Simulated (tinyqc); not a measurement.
# Elastic trap-assisted tunnelling through a dielectric: effects of single changes

Emitter at x = 0 (Fermi level 0), collector at x = t (Fermi level -V), band edge U(x) = phi - F x, F = V/t. A trap at x has the energy E = U(x) - Et. With G(u) = (4/(3 F)) sqrt(mo/C) max(u, 0)^1.5, C = hbar^2/(2 m0): S1 = G(phi - E) - G(Et), S2 = G(Et) - G(phi - V - E), T1,2 = exp(-S1,2). The steady rate through one trap is nu T1 T2 (f1 - f2)/(T1 + T2), f1 = f(E), f2 = f(E + V), f(y) = 1/(1 + exp(y/Vt)); both contacts offer states at E.

Inputs (values chosen for the exercise); dielectric values close to those of aluminium oxide:

| symbol | value | unit | meaning |
|---|---|---|---|
| T | 300 | K | temperature |
| phi | 2.53 | eV | barrier above the emitter Fermi level |
| mo | 0.4 | m0 | tunnelling mass |
| t | 5.4 | nm | thickness |
| Et | 2.19 | eV | trap depth below the band edge of the dielectric |
| Nt | 5.8e18 | cm^-3 | trap density |
| nu | 1e13 | 1/s | attempt frequency |
| V | 1.46 | V | voltage |

Constants: q = 1.602176634e-19 C, kB = 1.380649e-23 J/K, hbar = 1.054571817e-34 J s, m0 = 9.1093837015e-31 kg, Vt = kB T/q, hbar^2/(2 m0) = 0.0380998212 eV nm^2. Results are converted to the units shown.

Each table varies one quantity; the others keep the values above.

## Current against voltage

J = q Nt times the integral of the rate over x. Direct S = (4/(3 F)) sqrt(mo/C) [phi^1.5 - max(phi - V, 0)^1.5].

Current against voltage:
```
V (V),J (A/cm^2),x of the peak over t,larger S there,direct S
0.3,5.38e-10,0.495,26.1,54.0
0.83,8.74e-7,0.476,25.8,50.8
1.36,1.42e-6,0.457,25.6,47.3
1.89,2.38e-6,0.438,25.2,43.4
2.42,5.23e-6,0.417,24.6,38.4
2.94,2.22e-5,0.390,23.7,31.9
3.47,4.71e-4,0.189,21.8,27.1
4,0.00733,0.157,18.9,23.5
4.53,0.0591,0.134,16.7,20.7
5.06,0.304,0.117,14.9,18.6
```

What does the comparison show?

J rises from 5.38e-10 to 0.304 A/cm^2, by 6.06 decades a volt between the first two rows and 1.34 between the last two. The position of the peak falls from 0.495 to 0.117 of t; only traps beyond x/t = (phi - Et)/V lie below the emitter Fermi level, with phi - Et = 0.340 eV. It jumps from 0.390 to 0.189 between V = 2.94 and 3.47 V.

## Effect of the thickness at fixed voltage

Same model as above.

Effect of the thickness at fixed voltage:
```
t (nm),J (A/cm^2),x of the peak over t,larger S there,direct S
2.5,1.28,0.449,11.9,21.6
3.4,0.0187,0.451,16.1,29.4
4.4,1.70e-4,0.453,20.8,38.0
5.3,2.47e-6,0.453,25.1,45.8
6.2,3.58e-8,0.454,29.3,53.5
7.1,5.19e-10,0.454,33.5,61.3
8.1,4.71e-12,0.455,38.2,69.9
9,6.84e-14,0.455,42.5,77.7
```

Read the table: what changes, and by how much?

J falls from 1.28 to 6.84e-14 A/cm^2, on average 2.04 decades a nanometre, against 3.75 for the direct exponent: trap-assisted leakage falls more slowly, so it gains on direct tunnelling as the layer thickens.

Range of the model: Phonon-assisted (inelastic) capture, chains of traps and a spread of trap depths are left out.

tinyqc, about 0.04 s, one thread, Intel Xeon 2.30GHz (shared host): `OMP_NUM_THREADS=1 python tinyqc.py 2370125 2370126 out.jsonl`
